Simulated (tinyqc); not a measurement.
What each parameter does: Landau levels of a non-parabolic (Kane) conduction band at kz = 0.

Three-level Kane model: E = (N + 1/2) 2 muB B/m(E) + s g(E) muB B, s = +/-1/2, with 1/m(E) = 1 + (Ep/3)(2/(E + Eg) + 1/(E + Eg + Dso)) and g(E) = 2 - (2 Ep/3)(1/(E + Eg) - 1/(E + Eg + Dso)); E from the band edge, solved self-consistently; remote bands are left out, and so is the confinement energy of a real sheet, which raises m and lowers |g|.

In a field B along z: l = 1/sqrt((e/hbar) B) is the magnetic length, n_B = B/(h/e) the number of states per area in one level, hbar wc = 2 muB B/m for mass m in m0; 1/angstrom^2 = 1e16/cm^2.

Each listed level takes n_B electrons. At zero temperature and without broadening EF sits in the partly filled level.

Constants: e/hbar = 1.519267448e-05 1/(T angstrom^2); h/e = 413566.7697 T angstrom^2; muB = 5.788381798e-05 eV/T.

Inputs chosen for the exercise (near those of InAs; the results hold for these values, not for the real material): Eg = 0.396 eV (gap); Dso = 0.37 eV (spin-orbit splitting); Ep = 20.9 eV (Kane energy); B = 8.7 T (magnetic field); n = 5.2 x 1e11/cm^2 (electron sheet density).

The second and third levels from below, nu = n/n_B, and EF. Each row changes one parameter from the base and keeps the others.

Results:
```
case                  second level (meV)  third level (meV)    nu  EF (meV)
base                               25.00              57.71  2.47     57.71
B = 10.4 T                         29.56              67.75  2.07     67.75
Eg = 0.475 eV                      21.21              51.02  2.47     51.02
Dso = 0.444 eV                     25.00              56.44  2.47     56.44
Ep = 17.8 eV                       21.47              50.15  2.47     50.15
n = 4.42 x 1e11/cm^2               25.00              57.71  2.10     57.71
```

The largest shifts from the base row, up to three for each result and ties (the steps differ in size, so this ranks the rows, not the parameters). second level (meV): B +4.56, Eg -3.79, Ep -3.53; unchanged at the printed digits by Dso and n. third level (meV): B +10.03, Ep -7.57, Eg -6.69; unchanged at the printed digits by n. nu: B -0.40, n -0.37; unchanged at the printed digits by Eg, Dso and Ep. EF (meV): B +10.03, Ep -7.57, Eg -6.69; unchanged at the printed digits by n.

(tinyqc, `OMP_NUM_THREADS=1 python tinyqc.py 1282172 1282173 out.jsonl`, Intel(R) Xeon(R) Processor @ 2.30GHz, 1 thread, shared host, about 0.06 s.)
